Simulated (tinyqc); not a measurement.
Frenkel-Kontorova chain: a misfit dislocation (kink) in a monolayer on a periodic substrate: one step, computed by the program tinyqc. Command: `OMP_NUM_THREADS=1 python tinyqc.py 3000188 3000189 out.jsonl fkchain walk`. One thread of a shared host (Intel(R) Xeon(R) Processor @ 2.30GHz), about 0.02 s of CPU time with the checks.

E = sum_j [(k/2)(x_(j+1) - x_j - b)^2 + (W/2)(1 - cos(2 pi x_j/a))], x_j = a (j + u_j). A kink takes u from 0 to 1: the chain is stretched by one period and has one atom fewer than wells.

Question. Start between two atoms. Discrete chain at f = 0, ends held at u = 0 and 1: E = (k a^2/2) sum (u_(j+1) - u_j)^2 + (W/2) sum (1 - cos 2 pi u_j), gradient g_j = k a^2 (2 u_j - u_(j-1) - u_(j+1)) + pi W sin(2 pi u_j), Hessian 2 k a^2 + 2 pi^2 W cos(2 pi u_j) on the diagonal and -k a^2 beside it. Free atoms j = -n..n-1 start from the continuum shape centred half-way, at j + 1/2.

Inputs (values chosen for the exercise, for a model overlayer):
```
quantity              value           unit
spring constant k      6.88  eV/angstrom^2
substrate period a     3.67       angstrom
corrugation W          10.3             eV
atoms on each side n      8              -
```

kink width l0 = 2.120932

Give: u at the start; E at the start; gradient.

Answer.

u at the start: 0.0000  0.0000  0.0002  0.0008  0.0036  0.0157  0.0687  0.2833  0.7167  0.9313  0.9843  0.9964  0.9992  0.9998  1.0000  1.0000

E at the start = 26.68 eV

gradient (eV): 0.00  0.00  -0.01  -0.03  -0.14  -0.61  -1.41  11.36  -11.36  1.41  0.61  0.14  0.03  0.01  0.00  0.00

Caution: a corrugation above 1 eV is larger than real overlayers usually show; it is chosen to keep the kink narrow. Caution: for l0 below about 3 the kink spans few atoms, and the continuum kink energy is off by about 2 per cent or more.
